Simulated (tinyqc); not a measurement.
Order of the levels against the shift of xy: tight-binding t2g bands of a cubic perovskite.

Orbitals yz, zx, xy (X, Y, Z below) times spin. E_xy = Dt + 2t (2 - cos x - cos y) + 2 td (1 - cos z) + 4 t2 (1 - cos x cos y) with x = kx a and so on; yz and zx follow by cyclic change, without Dt. Spin-orbit term -(Dso/3) L.sigma + Dso/3 with (L_k)_ij = -i epsilon_kij in X, Y, Z: for Dt = 0 the quartet lies at 0 and the doublet at Dso.

Constants: hbar^2/2m0 = 3.80998211 eV angstrom^2.

Parameters, chosen for this exercise (of the size met in SrTiO3 and KTaO3; shifted at random, so the results belong to these values and not to a real crystal): a = 4.024 angstrom (lattice constant); t = 0.273 eV (strong hopping); td = 0.057 eV (weak hopping); t2 = 0.072 eV (diagonal hopping in the plane of the orbital); Dso = 0.223 eV (spin-orbit splitting at Gamma).

Levels at Gamma, the xy weight of the lowest pair and its mass along [100] from m/m0 = c q^2/(E(q) - E(0)), q = 0.001 (2 pi/a).

At Gamma:

| Dt (eV) | pair 1 (eV) | pair 2 (eV) | pair 3 (eV) | xy weight of pair 1 | mass (m0) |
|---|---|---|---|---|---|
| -0.30 | -0.2532 | 0.0000 | 0.1762 | 0.936 | 0.580 |
| -0.15 | -0.1172 | 0.0000 | 0.1902 | 0.865 | 0.599 |
| -0.03 | -0.0209 | 0.0000 | 0.2139 | 0.722 | 0.641 |
| -0.01 | -0.0068 | 0.0000 | 0.2198 | 0.686 | 0.653 |
| 0.01 | 0.0000 | 0.0066 | 0.2264 | 0.000 | 0.993 |
| 0.03 | 0.0000 | 0.0191 | 0.2339 | 0.000 | 0.993 |
| 0.08 | 0.0000 | 0.0463 | 0.2567 | 0.000 | 0.993 |
| 0.15 | 0.0000 | 0.0748 | 0.2982 | 0.000 | 0.993 |

Give the missing row, Dt (eV) = -0.08.

Computed row:
```
Dt (eV)  pair 1 (eV)  pair 2 (eV)  pair 3 (eV)  xy weight of pair 1  mass (m0)
-0.08        -0.0589       0.0000       0.2019                0.796      0.619
```

For Dt > 0 the lowest pair is the pure yz, zx combination at 0, with mass 0.993 at Dt = 0.15 eV. For Dt < 0 it gains xy weight, 0.69 at -0.01 and 0.94 at -0.3 eV, and its mass tends to the light value 0.564; the scale of the change is Dso = 0.223 eV.

Program tinyqc; command `OMP_NUM_THREADS=1 python tinyqc.py 1480591 1480592 out.jsonl`; about 0.01 s on one thread of a shared Intel(R) Xeon(R) Processor @ 2.30GHz.
